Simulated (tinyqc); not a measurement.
Scan in temperature at fixed frequency: admittance spectroscopy and thermally stimulated current of one trap level in a depletion layer. Computed by tinyqc, a small Python program. Command: `OMP_NUM_THREADS=1 python tinyqc.py 3112914 3112915 out.jsonl admit walk`. One thread of a shared host (Intel(R) Xeon(R) Processor @ 2.30GHz), about 0.01 s of CPU time with the checks.

A Schottky junction on n-type material holds one donor-like electron trap; shallow donors are fully ionised and abrupt depletion edges are assumed.

Inputs (values chosen for the exercise, modelled on n-type germanium): dielectric constant eps = 15.9; density-of-states mass m = 0.554 m_0; shallow doping N = 4.5e+16 1/cm^3; trap density N_t = 3.4e+15 1/cm^3; trap depth E_t below the band = 0.159 eV; capture cross section sigma = 5.2e-16 cm^2; band bending V_b = 0.4 V; test frequency f = 500 Hz.

Constants: k_B = 1.380649e-23 J/K; m_0 = 9.1093837015e-31 kg; h = 6.62607015e-34 J s; k_B = 8.617333262e-05 eV/K; eps_0 = 8.8541878128e-12 F/m; e = 1.602176634e-19 C.

Method:
- N_c = 2 (2 pi m k_B T/h^2)^(3/2), v_th = sqrt(3 k_B T/m), emission rate e_n = sigma v_th N_c exp(-E_t/(k_B T)).
- Where the level crosses the Fermi level capture equals emission, so the trap follows the signal with the rate 2 e_n; G/omega peaks at omega = 2 e_n (the correction for large N_t/N is left out).
- Solve 2 e_n(T_p) = 2 pi f.
- With E_c - E_F = k_B T_p ln(N_c/N): lambda = sqrt(2 eps eps_0 (E_t - (E_c - E_F))/(e^2 N)); traps are empty and charged for x < x_t = w - lambda, and V_b = e (N w^2 + N_t x_t^2)/(2 eps eps_0). High frequency: C_hf = eps eps_0/w. Low frequency: C_lf = eps eps_0 (N + N_t)/(N w + N_t x_t).
- With x = omega/(2 e_n): C = C_hf + (C_lf - C_hf)/(1 + x^2), G/omega = (C_lf - C_hf) x/(1 + x^2); C_hf and C_lf are held at their values at T_p.

peak temperature T_p = 116.043 K

C_hf = 113.500 nF/cm^2

C_lf = 118.056 nF/cm^2

Admittance:
```
T (K)  omega/(2 e_n)  C (nF/cm^2)  G/omega (nF/cm^2)
102.1         11.330       113.54             0.3990
106.8          4.675       113.70             0.9318
110.2          2.577       114.10             1.5366
113.7          1.446       114.97             2.1314
116.0          1.007       115.76             2.2777
118.4          0.700       116.56             2.1402
121.8          0.428       117.35             1.6482
126.5          0.226       117.83             0.9798
132.3          0.109       118.00             0.4909
```

What does the comparison show, and why?

The peak of G/omega is half the step, 2.28 nF/cm^2. Its full width is near 2 ln(2 + sqrt3) k_B T_p^2/(E_t + 2 k_B T_p) = 17.1 K.

Extremes, crossings and ranges named in words are read from the listed rows.
